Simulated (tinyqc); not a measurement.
p-n diode, drift-diffusion by the Gummel loop with Scharfetter-Gummel fluxes: one step of the calculation.

Abrupt junction at x = 0, p side from -Lp, n side to Ln, ohmic contacts. psi is counted from the intrinsic level; n = ni exp((psi - phin)/Vt), p = ni exp((phip - psi)/Vt). Contacts: p side psi = V - Vt ln(Na/ni), p = Na, n = ni^2/Na; n side psi = Vt ln(Nd/ni), n = Nd, p = ni^2/Nd. Constant mobilities, D = mu Vt, Boltzmann statistics, SRH recombination through a mid-gap level, U = (n p - ni^2)/(tp (n + ni) + tn (p + ni)). Current is positive from the p contact to the n contact.

Question. Poisson equation. With phin and phip held, solve a_i (psi_(i+1) - psi_i) - a_(i-1) (psi_i - psi_(i-1)) + q w_i (p_i - n_i + C_i) = 0 for the inner nodes by Newton steps to convergence; a_i = eps0 eps_r/h_i, h_i = x_(i+1) - x_i, w_i = (h_(i-1) + h_i)/2, C = -Na or +Nd.

Inputs (values chosen for the exercise); band and dielectric values close to those of silicon:
- T = 300 K (temperature)
- eps_r = 11.5 (relative permittivity)
- Na = 1.6e16 cm^-3 (acceptor density of the p side)
- Nd = 1.1e17 cm^-3 (donor density of the n side)
- V = 0.44 V (bias of the p contact)

Constants: q = 1.602176634e-19 C, kB = 1.380649e-23 J/K, Vt = kB T/q, eps0 = 8.8541878128e-14 F/cm where lengths are in cm. Results are converted to the units shown.

| node | x (nm) | phin at the start (V) | phip at the start (V) |
|---|---|---|---|
| 0 | -820 | 0.44 | 0.44 |
| 1 | -484 | 0 | 0.44 |
| 2 | -275 | 0 | 0.44 |
| 3 | -146 | 0 | 0.44 |
| 4 | -65.4 | 0 | 0.44 |
| 5 | -15.5 | 0 | 0.44 |
| 6 | 15.5 | 0 | 0.44 |
| 7 | 62.2 | 0 | 0.44 |
| 8 | 133 | 0 | 0.44 |
| 9 | 239 | 0 | 0.44 |
| 10 | 399 | 0 | 0.44 |
| 11 | 640 | 0 | 0 |

ni = 1.5575734e10 cm^-3

Give: psi; n after Poisson; p after Poisson.

Answer.

| node | psi (V) | n after Poisson (cm^-3) | p after Poisson (cm^-3) |
|---|---|---|---|
| 0 | 0.08215 | 15163 | 1.6000e16 |
| 1 | 0.08215 | 3.7373e11 | 1.5996e16 |
| 2 | 0.08256 | 3.7960e11 | 1.5749e16 |
| 3 | 0.09144 | 5.3524e11 | 1.1169e16 |
| 4 | 0.16120 | 7.9523e12 | 7.5176e14 |
| 5 | 0.28255 | 8.6916e14 | 6.8782e12 |
| 6 | 0.39121 | 5.8142e16 | 1.0282e11 |
| 7 | 0.40686 | 1.0650e17 | 5.6133e10 |
| 8 | 0.40767 | 1.0992e17 | 5.4388e10 |
| 9 | 0.40769 | 1.1000e17 | 5.4348e10 |
| 10 | 0.40769 | 1.1000e17 | 5.4347e10 |
| 11 | 0.40769 | 1.1000e17 | 2205.5 |

Numbers from tinyqc (`OMP_NUM_THREADS=1 python tinyqc.py 2240129 2240130 out.jsonl`; about 0.2 s on one thread of a shared Intel Xeon 2.30GHz).
